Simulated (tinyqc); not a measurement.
Solute along a frozen bar: binary melting diagram from solution models of liquid and solid. Computed by tinyqc, a small Python program. Command: `OMP_NUM_THREADS=1 python tinyqc.py 3020002 3020003 out.jsonl melt walk`. One thread of a shared host (Intel(R) Xeon(R) Processor @ 2.30GHz), about 0.01 s of CPU time with the checks.

x is the fraction of B. In a phase with interaction L: mu_A = G_A + R T ln(1 - x) + L x^2, mu_B = G_B + R T ln x + L (1 - x)^2. Melting: G(liquid) - G(solid) = H (1 - T/T_m) for each pure component.

Inputs (values chosen for the exercise, modelled on Si-Ge):

| quantity | value | unit |
|---|---|---|
| melting point T_A | 1687 | K |
| melting point T_B | 1211 | K |
| heat of melting H_A | 49.7 | kJ/mol |
| heat of melting H_B | 37.4 | kJ/mol |
| liquid interaction L_L | 6.5 | kJ/mol |
| solid interaction L_S | 3.1 | kJ/mol |
| dilute content c0 of B | 0.0016 | - |
| growth number V delta/D | 0.54 | - |

Diagram: complete solid solution (lens).

Constants: R = 8.314462618 J/(mol K).

Method. At T_A, k0 = exp[(dG_B(T_A) + L_L - L_S)/(R T_A)]; van 't Hoff: m_L = -R T_A^2 (1 - k0)/H_A per unit fraction. Burton-Prim-Slichter: k_eff = k0/[k0 + (1 - k0) exp(-V delta/D)]. Freezing range of c0: |m_L| c0 |1 - k0|/k0. For the solid at frozen fraction f, relative to c0. Lever rule: k0/[1 - (1 - k0) f]. Scheil (no diffusion in the solid, mixed liquid): k (1 - f)^(k - 1), with k0 and with k_eff. One zone pass with a zone a tenth of the bar long: 1 - (1 - k0) exp(-10 k0 f).

partition coefficient k0 = 0.446793

effective coefficient k_eff = 0.580874

Ratio c_s/c0:

| f | lever rule | Scheil, k0 | Scheil, k_eff | one zone pass |
|---|---|---|---|---|
| 0.0 | 0.44679 | 0.4468 | 0.5809 | 0.44679 |
| 0.1 | 0.47296 | 0.4736 | 0.6071 | 0.64613 |
| 0.3 | 0.53570 | 0.5443 | 0.6745 | 0.85520 |
| 0.5 | 0.61763 | 0.6556 | 0.7767 | 0.94075 |
| 0.7 | 0.72915 | 0.8697 | 0.9621 | 0.97576 |
| 0.8 | 0.80152 | 1.0884 | 1.1404 | 0.98449 |
| 0.9 | 0.88982 | 1.5970 | 1.5248 | 0.99008 |

What follows from these numbers?

All but the k_eff column start at k0 = 0.447. At f = 0.9 Scheil gives 1.60 against 0.890 for the lever rule, since the solid keeps what it took and the last liquid is richer in B. Scheil passes c0 at f = 0.767. Last over first value: 3.57 with k0 and 2.62 with k_eff, so faster growth gives the more even bar.
